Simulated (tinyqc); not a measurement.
# Double-gate transistor below threshold, two-dimensional Poisson equation on a small mesh: what changes with what

Half of a symmetric double-gate structure: row 0 is the mid-plane of the body, where the normal field vanishes. Mobile charge is neglected (subthreshold), the body is fully depleted, and potentials are counted from the intrinsic level; rows run upward to the gate, columns from source to drain.

Inputs (values chosen for the exercise); semiconductor permittivity close to that of silicon: temperature T = 293 K; relative permittivity of the semiconductor eps_r = 11.9; relative permittivity of the insulator eox = 25; half the body thickness tb = 8 nm; insulator thickness tox = 7 nm; channel length L = 63 nm; acceptor density of the depleted body Na = 0 cm^-3; potential of the source Vbi = 0.52 V; gate offset Vfb = -0.02 V; gate voltage Vg = 0 V; drain voltage Vd = 1 V.

Constants: q = 1.602176634e-19 C, kB = 1.380649e-23 J/K, Vt = kB T/q, eps0 = 8.8541878128e-14 F/cm where lengths are in cm. Results are converted to the units shown.

Each table varies one quantity; the others keep the values above.

## Effect of the drain voltage

Mesh: rows i = 0..12 in the semiconductor (step hs = tb/12, row 12 on the interface), then 8 step(s) ho = tox/8 up to the gate row 20; columns j = 0..80 (step hy = L/80). Box integration, divided by eps0: up_i = eps hy/h of the interval above row i, dn_i = that of the interval below (0 for row 0), lat_i = (sum of eps h/2 over the intervals above and below)/hy, s_i = -q Na w_i hy/eps0 with w_i the semiconductor height of the box (hs/2 for row 0 and the interface row, hs between, 0 in the insulator). Each free node obeys (up + dn + 2 lat) psi = up psi(above) + dn psi(below) + lat [psi(left) + psi(right)] + s. Fixed values: gate row Vg - Vfb; column 0 at Vbi and the last column at Vbi + Vd in the semiconductor, each running linearly to Vg - Vfb across the insulator. The system is solved directly. On row 0 the minimum of psi and its place come from a parabola through the three lowest nodes; barrier = Vbi - minimum, swing = Vt ln 10/(d psi/dVg), DIBL = (d psi/dVd)/(d psi/dVg) there. Lambda = pi/k with k the smallest positive root of tan(k tox) tan(k tb) = eox/eps_r.

Effect of the drain voltage:
```
Vd (V)	L/Lambda	barrier (V)	place y/L	swing (mV/decade)	DIBL (mV/V)
0.05	2.581	0.4763	0.4941	60.90	22.60
0.25	2.581	0.4723	0.4749	60.95	19.36
0.45	2.581	0.4688	0.4602	61.05	17.22
0.65	2.581	0.4657	0.4483	61.15	15.67
0.85	2.581	0.4628	0.4384	61.26	14.48
1.05	2.581	0.4602	0.4298	61.37	13.54
```

As Vd goes from 0.05 to 1.05 V, the barrier falls from 0.476 to 0.460 V, the swing rises from 60.9 to 61.4 mV a decade and DIBL falls from 22.6 to 13.5 mV/V; the ideal swing is 58.1. The barrier top moves from y/L = 0.494 to 0.430, towards the source.

## Effect of the insulator thickness

Same model as above.

Results:
```
tox (nm)	L/Lambda	barrier (V)	place y/L	swing (mV/decade)	DIBL (mV/V)
2.8	3.347	0.4881	0.4477	59.08	4.035
3.9	3.133	0.4832	0.4441	59.47	5.732
5.3	2.874	0.4747	0.4389	60.17	8.712
10	2.145	0.4272	0.4176	64.40	26.73
14	1.718	0.3702	0.3966	70.40	51.66
```

Estimate the missing row, tox = 7.4 nm.

Computed row:
```
tox (nm)	L/Lambda	barrier (V)	place y/L	swing (mV/decade)	DIBL (mV/V)
7.4	2.517	0.4570	0.4301	61.68	15.18
```

With this row back in the table: As tox goes from 2.8 to 14 nm, the barrier falls from 0.488 to 0.370 V, the swing rises from 59.1 to 70.4 mV a decade and DIBL rises from 4.04 to 51.7 mV/V; the ideal swing is 58.1. L/Lambda goes from 3.3 to 1.7.

## Effect of the gate voltage

Same model as above.

Effect of the gate voltage:
```
Vg (V)	L/Lambda	barrier (V)	place y/L	swing (mV/decade)	DIBL (mV/V)
-0.2	2.581	0.6506	0.4450	61.19	15.26
-0.12	2.581	0.5746	0.4404	61.24	14.72
-0.04	2.581	0.4987	0.4350	61.30	14.10
0.04	2.581	0.4229	0.4283	61.40	13.38
0.12	2.581	0.3472	0.4200	61.53	12.53
0.2	2.581	0.2718	0.4090	61.72	11.50
```

As Vg goes from -0.2 to 0.2 V, the barrier falls from 0.651 to 0.272 V, the swing rises from 61.2 to 61.7 mV a decade and DIBL falls from 15.3 to 11.5 mV/V; the ideal swing is 58.1. The barrier top moves from y/L = 0.445 to 0.409, towards the source.

tinyqc, about 0.1 s, one thread, Intel Xeon 2.30GHz (shared host): `OMP_NUM_THREADS=1 python tinyqc.py 2480157 2480158 out.jsonl`
